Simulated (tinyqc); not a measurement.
Koster-Slater impurity in a tight-binding band, by Green functions and by supercells. Changing the impurity potential U. Computed by tinyqc, a small Python program. Command: `OMP_NUM_THREADS=1 python tinyqc.py 3002171 3002172 out.jsonl kosterslater sweep`. One thread of a shared host (Intel(R) Xeon(R) Processor @ 2.30GHz), about 0.05 s of CPU time with the checks.

One orbital per site, e(k) = -2 t sum cos(k_i) over 2 direction(s), band from -4 t to 4 t, lattice constant 1. One site has the extra energy U. Spin is left out.

Inputs (values chosen for the exercise, for a model band): hopping t = 1.5 eV; supercell edge N = 4 sites; energy inside the band E = -4.75 eV; broadening eta = 0.15 eV; impurity concentration c = 0.0001 per site.

Lattice: square.

Constants: hbar = 6.582119569e-16 eV s.

Method:
- Outside the band G0(E) = (2/(pi E)) K(m), m = 16 t^2/E^2, K the complete elliptic integral with parameter m.
- A bound state solves 1/U = G0(E).
- Bisection in ln(distance from the edge) between 1e-5 t and |U| + t. Weight on the impurity site: -1/(U^2 dG0/dE), by a central difference with step min(1e-4 t, distance/30). Decay length along an axis: 1/arccosh(1 + distance/(2 t)).
- Inside the band G0(z), z = E + i eta, comes from the chain form 1/(sqrt(y - 2t) sqrt(y + 2t)) (principal roots) at y = z + 2 t cos k, averaged over k in (0, pi) with 200 Gauss-Legendre points.
- T = U/(1 - U G0); phase shift delta = -arg(1 - U G0) in (-pi, pi]; host density of states -Im G0/pi; on the impurity -Im[G0/(1 - U G0)]/pi; lifetime of a band state hbar/(-2 c Im T).
- In a periodic cell of N sites along each direction with Bloch vector K, the level solves 1/U = N^-d sum_k 1/(E - e(k)), k_i = (2 pi m_i + K_i)/N, m_i = 0..N-1; the outermost root on the side of U is taken (bisection). d is the number of directions. Gamma means K_i = 0, the zone corner K_i = pi, the quarter point K_i = pi/2.
- The error is measured against the isolated level E_b.

One run for each value; columns: (1) impurity potential U (eV); (2) distance from the band edge (eV); (3) weight on the impurity site; (4) decay length (sites); (5) scattering lifetime (fs); (6) width between Gamma and the corner (eV):
```
(1)            (2)      (3)     (4)     (5)         (6)
-37.50  3.1740e+01  0.99357  0.3184  1186.4  7.8259e-04
-27.00  2.1334e+01  0.98754  0.3594  1120.7  2.1322e-03
-19.40  1.3867e+01  0.97568  0.4146  1035.2  5.9284e-03
-14.00  8.6499e+00  0.95262  0.4919   930.5  1.6627e-02
-10.10  5.0090e+00  0.90683  0.6105   809.0  4.7992e-02
-7.24   2.5268e+00  0.81294  0.8192   683.9  1.4254e-01
-5.21   1.0301e+00  0.63431  1.2397   602.3  3.7548e-01
-3.75   2.8619e-01  0.35849  2.3073   662.9  7.3313e-01
-2.70   4.3637e-02  0.11083  5.8701  1082.0  1.0596e+00
```

Over the rows, distance from the band edge (eV) falls from 31.7 to 0.0436; weight on the impurity site falls from 0.994 to 0.111; decay length (sites) rises from 0.318 to 5.87. In two dimensions weak binding is exponentially small in t/|U|. For large |U| the scattering lifetime tends to that of a site cut out of the lattice, T = -1/G0. The supercell width shrinks as the state tightens.
